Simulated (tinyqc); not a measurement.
Field from the level spacing.

Problem. In a triangular well E_k = a_k (C F^2/mz1)^(1/3), a_1 = 2.338107, a_2 = 4.087949, C = hbar^2/(2 m0), F in eV/nm (1 MV/cm = 0.1 eV/nm). Find F, E_1, the mean distance 2 E_1/(3 F) of the lowest level and the sheet charge eps0 eps_r F/q behind such a field.

Inputs (values chosen for the exercise): relative permittivity eps_r = 14.2; mass along z of valley set A (1 valley(s)) mz1 = 0.0409 m0.

Constants: q = 1.602176634e-19 C, hbar = 1.054571817e-34 J s, m0 = 9.1093837015e-31 kg, eps0 = 8.8541878128e-14 F/cm where lengths are in cm, hbar^2/(2 m0) = 0.0380998212 eV nm^2. Results are converted to the units shown.

spacing of the two lowest levels = 343.21036 meV

Answer. The spacing over a_2 - a_1 is the energy scale (C F^2/mz1)^(1/3), which gives F. For so light a mass a level this high lies where the band is no longer parabolic.

F = 0.9000 MV/cm
E_1 = 458.6 meV
mean distance = 3.397 nm
sheet charge over q = 7.063e12 cm^-2

tinyqc, about 0.3 s, one thread, Intel Xeon 2.30GHz (shared host): `OMP_NUM_THREADS=1 python tinyqc.py 2160005 2160006 out.jsonl`
